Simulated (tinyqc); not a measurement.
Inside a calculation: shallow acceptor in the spherical four-band model. Values are carried at full precision from step to step, so a last printed digit may differ when a step is redone from the rounded ones.

Units Ry* = Ry/(g1 eps^2) and a* = a0 eps g1; mu = (6 g3 + 4 g2)/(5 g1) is the spherical heavy-light coupling and delta = (g3 - g2)/g1 the cubic term, which is left out.

Constants: Ry = 13.60569312 eV; a0 (Bohr radius) = 0.5291772105 angstrom.

Values chosen for the exercise (near those of a shallow acceptor in Ge; not measured data):
```
symbol  value         unit    meaning
g1      13.23                 Luttinger gamma1
g2      4.27                  gamma2
g3      5.73                  gamma3
eps     15.1                  dielectric constant
al      (1.12, 6.72)  1/a*^2  exponents a_i, the same for f and g
Dso     0.274         eV      spin-orbit splitting
```

## Units and couplings

Give Ry*, a*, mu, delta and the spherical masses 1/(g1 (1 -/+ mu)).

Ry* = 4.510 meV
a* = 105.72 angstrom
mu = 0.7779
delta = 0.1104

heavy and light mass (m0): 0.3404  0.0425

A hydrogen model with the heavy mass would bind by Ry*/(1 - mu) = 20.3 meV and with the light mass by 2.5 meV. delta/mu = 0.14: the cubic term is a modest correction.

## Matrices in a small basis

The ground state 1S3/2 has an L = 0 part f(r) and an L = 2 part g(r). In units of Ry* and a*, with Gaussians f_i = exp(-a_i r^2), g_i = r^2 exp(-a_i r^2), A = a_i + a_j and I(n) = Gamma((n + 1)/2)/(2 A^((n + 1)/2)): S_ff = I(2), S_gg = I(6), H_ff = (6 a_i a_j/A) I(2) - 2 I(1), H_gg = (14 a_i a_j/A) I(6) - 2 I(5), H_fg = -mu [15 I(2) - 20 a_j I(4) + 4 a_j^2 I(6)]; each function is then normalised. The split-off band is left out.

Form S and H.

S, lower triangle:
```
,f1,f2,g1,g2
f1,1.0000
f2,0.5855,1.0000
g1,0,0,1.0000
g2,0,0,0.2868,1.0000
```

H (Ry*), lower triangle:
```
,f1,f2,g1,g2
f1,-0.0176
f2,-0.3272,11.8866
g1,-3.3745,-5.8061,6.0386
g2,-0.9677,-20.2467,2.8877,42.6275
```

## Ground state in the small basis

Solve H u = E S u for the lowest level of the acceptor; the first half of the basis is L = 0 and the second L = 2. Give E, E without the f-g block, and the L = 2 weight u_g S_gg u_g with u S u = 1.

E = -2.097 Ry*
E without coupling = -0.026 Ry*
L = 2 weight = 0.245

Without the coupling the exact value is -1, which this basis, tuned to the compact coupled state, misses by 0.974. The coupling to L = 2 takes the level to 2.10 times that exact value.

## Converged result

Converged values use 22 exponents 2.2^i, i = -7 to 14, for f and for g.
Ground and next level of the same symmetry, L = 2 weight and mean radius.

1S3/2 and 2S3/2 (Ry*): -2.364  -0.705

binding energies (meV): 10.7  3.2

L = 2 weight = 0.281
<r> = 74.1 angstrom

The small basis reaches 89 % of the binding. The ratio 1S/2S is 3.35 (4 for hydrogen). The binding is 0.04 of Dso, so leaving out the split-off band is safe.

## Checks

- Level at mu = 0 against -1 Ry*: both -1.0000.
- Ground level from a second, denser basis, Ry*: both -2.364.

tinyqc: `OMP_NUM_THREADS=1 python tinyqc.py 1250744 1250745 out.jsonl`; about 0.04 s, one thread, shared Intel(R) Xeon(R) Processor @ 2.30GHz.
